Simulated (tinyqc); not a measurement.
# CMOS inverter, nodal equation and switching: several studies

An n-channel pull-down (bn, VTn) and a p-channel pull-up (bp, VTp) share the input Vin and the output node Vout, which carries the load C. Transistor (EKV form, voltages against the body): I = 2 n b Vt^2 [F(vp - Vs) - F(vp - Vd)] from drain to source, F(v) = ln^2(1 + exp(v/(2 Vt))), vp = (Vg - VT + sg |Vd - Vs|)/n. n-channel bodies are at 0; for the p-channel device all voltages are counted down from Vdd. b in uA/V^2 gives I in uA. Static: In = Ip. Transient: C dVout/dt = Ip - In. No velocity saturation, no gate capacitance beyond C.

Parameters, values chosen for the exercise: temperature T = 300 K; supply voltage Vdd = 0.7 V; slope factor n = 1.15; drain-induced barrier lowering sg = 0.095; n-channel threshold VTn = 0.34 V; p-channel threshold (magnitude) VTp = 0.37 V; gain factor of the pull-down transistor bn = 220 uA/V^2; gain factor of the pull-up transistor bp = 290 uA/V^2; load capacitance C = 2.1 fF.

Constants: q = 1.602176634e-19 C, kB = 1.380649e-23 J/K, Vt = kB T/q. Results are converted to the units shown.

Each table varies one quantity; the others keep the values above.

## Effect of the gain factor of the pull-up transistor

VM solves In = Ip with Vin = Vout; VIL and VIH are the inputs of gain -1, NML = VIL - Vout(VIH), NMH = Vout(VIL) - VIH. For a step input the delay to Vdd/2 is tHL = C times the integral of dV/(In - Ip) from Vdd/2 to Vdd at Vin = Vdd, and tLH likewise with Ip - In from 0 to Vdd/2 at Vin = 0.

Result of one run:
```
bp (uA/V^2)  VM (V)  gain at VM  NML (V)  NMH (V)  tHL (ps)  tLH (ps)
570          0.3564      -10.53   0.2834   0.2689     45.84     20.59
```

What becomes of these results when the gain factor of the pull-up transistor bp is changed from 570 to 100 uA/V^2, all else the same?

Result of the changed run:
```
bp (uA/V^2)  VM (V)  gain at VM  NML (V)  NMH (V)  tHL (ps)  tLH (ps)
100          0.3197      -10.53   0.2427   0.3096     45.84     117.4
```

The whole series:
```
bp (uA/V^2)  VM (V)  gain at VM  NML (V)  NMH (V)  tHL (ps)  tLH (ps)
44           0.3023      -10.52   0.2232   0.3287     45.84     266.7
68           0.3115      -10.52   0.2336   0.3186     45.84     172.6
100          0.3197      -10.53   0.2427   0.3096     45.84     117.4
160          0.3296      -10.53   0.2538   0.2987     45.84     73.35
240          0.3381      -10.53   0.2633   0.2892     45.84     48.90
370          0.3473      -10.53   0.2734   0.2791     45.84     31.72
570          0.3564      -10.53   0.2834   0.2689     45.84     20.59
880          0.3656      -10.53   0.2935   0.2585     45.84     13.34
```

As bp goes from 44 to 880 uA/V^2, VM rises from 0.302 to 0.366 V, the size of the gain stays near 10.5, tHL stays near 45.8 ps and tLH falls from 267 to 13.3 ps. The smaller margin is largest, 0.273 V, at bp = 370 uA/V^2 among the rows. A stronger pull-up raises VM and trades low-side against high-side margin.

## Energy per operation against supply voltage

A chain of 100 such gates sets the cycle time tc = 100 (tHL + tLH)/2; per gate and cycle the switching energy is 0.02 C Vdd^2 and the leakage energy Vdd Ileak tc, Ileak the mean supply current at Vin = 0 and Vdd.

Results:
```
Vdd (V)  tc (ns)  switching (aJ)  leakage (aJ)  total (aJ)
0.15     3.183e4          0.9450         20.67       21.62
0.2         7240           1.680         7.380       9.060
0.25        1670           2.625         2.497       5.122
0.3        422.3           3.780        0.8889       4.669
0.35       128.4           5.145        0.3699       5.515
0.4        49.82           6.720        0.1923       6.912
0.6        6.947           15.12       0.07606       15.20
0.8        3.055           26.88       0.08428       26.96
1          1.882           42.00        0.1225       42.12
```

Estimate the missing row, Vdd = 0.5 V.

Computed row:
```
Vdd (V)  tc (ns)  switching (aJ)  leakage (aJ)  total (aJ)
0.5        14.34           10.50       0.09518       10.60
```

With this row back in the table: The total energy goes from 21.6 through a minimum of 4.67 (at Vdd = 0.3 V among the rows listed) to 42.1 aJ, while the cycle time falls from 31800 to 1.88 ns. Leakage makes up 96 % of the total in the first row and 0.29 % in the last. Below threshold the cycle lengthens exponentially and leakage flows for all of it, hence the minimum. At Vdd = 1 V the overdrive passes 0.5 V, where velocity saturation, left out here, would lengthen the delays of short devices. For Vdd = 0.15 to 0.35 V the supply is below a threshold, where mismatch, left out here, dominates margins and delay.

## Effect of the n-channel threshold

Same model as above.

Effect of the n-channel threshold:
```
VTn (V)  VM (V)  gain at VM  NML (V)  NMH (V)  tHL (ps)  tLH (ps)
0.15     0.2588      -10.42   0.1533   0.3509     21.81     40.48
0.2      0.2805      -10.50   0.1843   0.3351     25.72     40.47
0.25     0.3024      -10.52   0.2147   0.3182     30.95     40.47
0.3      0.3244      -10.52   0.2445   0.3001     38.09     40.47
0.35     0.3466      -10.53   0.2735   0.2808     48.16     40.47
0.4      0.3689      -10.53   0.3017   0.2603     62.87     40.47
0.45     0.3913      -10.53   0.3292   0.2388     85.49     40.47
0.5      0.4138      -10.52   0.3560   0.2163     122.7     40.47
```

As VTn goes from 0.15 to 0.5 V, VM rises from 0.259 to 0.414 V, the size of the gain goes from 10.42 through a maximum of 10.53 (at VTn = 0.35 and 0.4 V among the rows listed) to 10.52, tHL rises from 21.8 to 123 ps and tLH stays near 40.5 ps. The smaller margin is largest, 0.273 V, at VTn = 0.35 V among the rows. At VTn = 0.15 V the overdrive passes 0.5 V, where velocity saturation, left out here, would lengthen the delays of short devices.

Program tinyqc, `OMP_NUM_THREADS=1 python tinyqc.py 2340044 2340045 out.jsonl`; Intel Xeon 2.30GHz, shared host, one thread, about 0.03 s.
